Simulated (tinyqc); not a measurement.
Vacuum evaporation: vapour pressure, source flux, thickness distribution, purity and step coverage: one step, computed by the program tinyqc.

Molecular flow, unit sticking of the metal, no re-evaporation. The background gas is taken as water vapour (18.015 g/mol, collision diameter 0.37 nm) at 300 K.

Task: Scattering and purity. Mean free path lambda = k_B T_g/(sqrt2 pi d^2 p); unscattered share exp(-h/lambda); gas arrival p/sqrt(2 pi m_g k_B T_g); impurity ratio = sticking x gas arrival/metal arrival; monolayer time = 1e15 cm^-2/(sticking x gas arrival).

Inputs (values chosen for the exercise, modelled on gallium, with constants for the liquid):

| quantity | value | unit |
|---|---|---|
| source temperature T | 1160 | K |
| source-to-wafer distance h | 36 | cm |
| background pressure p | 0.0001 | Pa |
| sticking of background gas | 1 | - |

arrival rate at the centre = 2.143313e+13 1/(cm^2 s)

Constants: k_B = 1.380649e-23 J/K; u = 1.6605390666e-27 kg.

Give: mean free path; unscattered share; gas arrival rate; impurity ratio; monolayer time.

Result:

mean free path = 68.098 m

unscattered share = 0.99473

gas arrival rate = 3.5840e+14 1/(cm^2 s)

impurity ratio = 16.722

monolayer time = 2.7902 s

The gas that sticks amounts to more than a tenth of the metal, although few metal atoms scatter on the way: purity, not the free path, sets the vacuum needed. Caution: more gas than metal sticks, so a compound rather than a metal film would grow.
